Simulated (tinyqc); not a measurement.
# Electron mobility in a silicon inversion layer, empirical terms and Matthiessen rule: effects of single changes

Inversion layer of sheet density Ns on a uniformly doped body, under a high-permittivity gate with an interlayer. The mobility terms are empirical power laws with prefactors chosen for the exercise; adding their inverses (Matthiessen) is itself an approximation.

Values chosen for this exercise; material values close to those of silicon:
- T = 400 K (temperature)
- Eg = 1.12 eV (band gap)
- eps_r = 11.8 (relative permittivity of the semiconductor)
- Nc = 4.34e19 cm^-3 (conduction-band density of states at T)
- Nv = 4e19 cm^-3 (valence-band density of states at T)
- Nb = 2.8e18 cm^-3 (body doping)
- Vsb = 1 V (reverse body bias)
- eta = 0.5 (weight of the inversion charge in the effective field)
- Ap = 462 cm^2/(V s) (phonon-limited mobility at 1 MV/cm and 300 K)
- As = 879 cm^2/(V s) (roughness-limited mobility at 1 MV/cm)
- gs = 2 (exponent of the roughness term)
- Ac = 3200 cm^2/(V s) (Coulomb prefactor)
- Nit = 1.4e12 cm^-2 (charge at the interface)
- Ar = 240 cm^2/(V s) (remote-phonon mobility without interlayer)
- ti = 1.2 nm (interlayer thickness)
- lr = 0.8 nm (decay length of remote phonons)
- Ns = 2.8e12 cm^-2 (inversion density)

Constants: q = 1.602176634e-19 C, kB = 1.380649e-23 J/K, Vt = kB T/q, eps0 = 8.8541878128e-14 F/cm where lengths are in cm. Results are converted to the units shown.

Each table varies one quantity; the others keep the values above.

## Effect of the reverse body bias

ni = sqrt(Nc Nv) exp(-Eg/(2 Vt)), Eg in volts; Ndep = sqrt(2 eps0 eps_r Nb (2 Vt ln(Nb/ni) + Vsb)/q); E = q (Ndep + eta Ns)/(eps0 eps_r), in MV/cm. With t = T/(300 K): muC = Ac (Ns/1e12 cm^-2) t/(Nb/1e17 cm^-3 + Nit/1e11 cm^-2), muP = Ap E^(-1/3) t^(-1.75), muS = As E^(-gs), muR = Ar exp(2 ti/lr)/t; 1/mu is the sum of the inverses.

The same in every row: muC (cm^2/(V s)) = 284.4; muR (cm^2/(V s)) = 3615.

Results:
```
Vsb (V)  E (MV/cm)  muP (cm^2/(V s))  muS (cm^2/(V s))  mu (cm^2/(V s))
0            1.110             269.7             713.1            112.3
0.4          1.285             256.9             532.4            104.6
0.8          1.435             247.6             426.9            98.29
1.2          1.568             240.4             357.3            93.01
2            1.802             229.5             270.7            84.43
2.4          1.907             225.2             241.8            80.85
```

Estimate the missing row, Vsb = 1.6 V.

Computed row:
```
Vsb (V)  E (MV/cm)  muP (cm^2/(V s))  muS (cm^2/(V s))  mu (cm^2/(V s))
1.6          1.690             234.5             307.8            88.45
```

With this row back in the table: As Vsb goes from 0 to 2.4 V, E rises from 1.11 to 1.91 MV/cm and mu falls from 112 to 80.8 cm^2/(V s). The phonon term is the smallest in the first and the last row. For Vsb = 1.2 to 2.4 V E passes 1.5 MV/cm, beyond the usual range of such laws.

## Effect of the body doping

Same model as above.

The same in every row: muR (cm^2/(V s)) = 3615.

Effect of the body doping:
```
Nb (cm^-3)  E (MV/cm)  muC (cm^2/(V s))  muP (cm^2/(V s))  muS (cm^2/(V s))  mu (cm^2/(V s))
2e16           0.3135             841.3             411.1              8941            249.4
4.4e16         0.3638             827.3             391.2              6642            238.5
9.7e16         0.4397             798.0             367.2              4546            223.6
2.1e17         0.5509             742.0             340.6              2896            203.9
4.7e17         0.7256             638.9             310.8              1670            176.7
1e18           0.9706             497.8             282.0             933.1            144.9
2.3e18          1.379             322.9             250.9             462.5            105.0
5e18            1.954             186.7             223.4             230.1            69.17
```

What does the comparison show?

As Nb goes from 2e16 to 5e18 cm^-3, E rises from 0.314 to 1.95 MV/cm and mu falls from 249 to 69.2 cm^2/(V s). The smallest term is the phonon one in the first row and the Coulomb one in the last. At Nb = 5e18 cm^-3 E passes 1.5 MV/cm, beyond the usual range of such laws.

Computed by the program tinyqc: `OMP_NUM_THREADS=1 python tinyqc.py 2510131 2510132 out.jsonl`, one thread of a shared Intel Xeon 2.30GHz, about 0.01 s for the whole run.
